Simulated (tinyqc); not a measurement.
Abrupt p-n junction, non-linear Poisson equation by Newton steps: one step of the calculation.

One dimension, p side on the left, n side on the right; net doping C = -Na for x < 0 and +Nd for x > 0. The potential psi is counted from the intrinsic level, and the quasi-Fermi potentials are flat: 0 for holes and -V for electrons, so n = ni exp((psi + V)/Vt) and p = ni exp(-psi/Vt) (Boltzmann statistics, full ionisation, no current).

Problem. Newton step. Solve the tridiagonal system a_(i-1) d_(i-1) + b_i d_i + a_i d_(i+1) = -F_i for nodes 1 to 10, with d = 0 on fixed nodes. Half of the step is added while the largest |d| exceeds 1.5 Vt, the full step after that.

Values chosen for this exercise: temperature T = 300 K.

Constants: q = 1.602176634e-19 C, kB = 1.380649e-23 J/K, Vt = kB T/q. Results are converted to the units shown.

coupling a_i, interval 0 to 10 (F/cm^2): 3.8086028e-7  4.6875112e-7  5.6608742e-7  6.8153946e-7  8.2875198e-7  9.9609613e-7  1.2045814e-6  9.9609613e-7  8.2217458e-7  6.7708495e-7  5.5996755e-7

```
node	diagonal b (F/cm^2)	residual F (C/cm^2)
1	-0.011568662	2.9895917e-4
2	-0.0066296508	1.7129333e-4
3	-3.6605669e-5	8.5637666e-7
4	-1.5270177e-6	-4.7276449e-8
5	-1.8248513e-6	-3.9441595e-8
6	-2.2006807e-6	-3.2724523e-8
7	-2.2111034e-6	6.8989285e-8
8	-1.6727664e-5	-3.0151077e-7
9	-0.0018575023	-4.7877743e-5
10	-0.0020878530	-5.3773498e-5
```

psi after iteration 1, node 0 to 11 (V): -0.46303850  -0.65624638  -0.64699819  -0.51654018  -0.32352423  -0.10722701  0.11232835  0.32105043  0.50393776  0.62365984  0.62172828  0.48241869

Find: Newton step d, before damping; psi after iteration 2.

Solution.

Newton step d, before damping, node 1 to 10 (V): 0.025843  0.025841  0.022570  -0.065744  -0.082652  -0.057124  -0.008848  -0.019819  -0.025793  -0.025764
psi after iteration 2, node 0 to 11 (V): -0.46304  -0.64332  -0.63408  -0.50526  -0.35640  -0.14855  0.08377  0.31663  0.49403  0.61076  0.60885  0.48242

tinyqc, about 0.02 s, one thread, Intel Xeon 2.30GHz (shared host): `OMP_NUM_THREADS=1 python tinyqc.py 2000072 2000073 out.jsonl`
